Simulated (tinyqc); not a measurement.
Gupta-type many-body potential for a metal: one step, computed by the program tinyqc. Command: `OMP_NUM_THREADS=1 python tinyqc.py 3021801 3021802 out.jsonl gupta walk`. One thread of a shared host (Intel(R) Xeon(R) Processor @ 2.30GHz), about 0.02 s of CPU time with the checks.

E_i = sum_j A exp(-p (r_ij/r0 - 1)) - xi rho_i^gamma, with rho_i = sum_j exp(-2 q (r_ij/r0 - 1)); gamma = 1/2 is the tight-binding second-moment form. The crystal is fcc unless stated; d is the neighbour distance and a fixed number of shells is kept.

Problem. Shell terms at equilibrium. fcc shells: d sqrt(k), k = 1..5, with 12, 6, 24, 12, 24 atoms; Omega = d^3/sqrt2. Repulsion and density of one neighbour in each shell, and their sums.

Inputs (values chosen for the exercise, for a model metal):
```
quantity               value      unit
repulsion A            0.101        eV
decay p                 9.54         -
decay q                 3.63         -
reference distance r0  3.501  angstrom
shells kept                2         -
```

neighbour distance d = 3.490524 angstrom

Give: Shells; repulsive energy; density rho.

Solution.

Shells:
```
shell  count  r (angstrom)  repulsion (eV)  density
1         12         3.491          0.1039    1.022
2          6         4.936          0.0020    0.051
```

repulsive energy = 1.259 eV

density rho = 12.57
